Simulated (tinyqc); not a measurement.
## Contact transmission and back-scattering length from two lengths

Inverse problem. A channel with M modes has R = RQ (2/tc - 1 + L/lam), RQ = (h/2q^2)/M. Find lam and tc.

Constants: q = 1.602176634e-19 C, h = 6.62607015e-34 J s. Results are converted to the units shown.

R at L = 10 and 84 nm (ohm um): [245.98125, 376.93529]
M = 347.29518 1/um

Answer. The slope is RQ/lam and the intercept RQ (2/tc - 1).

lam = 21.0 nm
tc = 0.280

Numbers from tinyqc (`OMP_NUM_THREADS=1 python tinyqc.py 2760132 2760133 out.jsonl`; about 0.01 s on one thread of a shared Intel Xeon 2.30GHz).
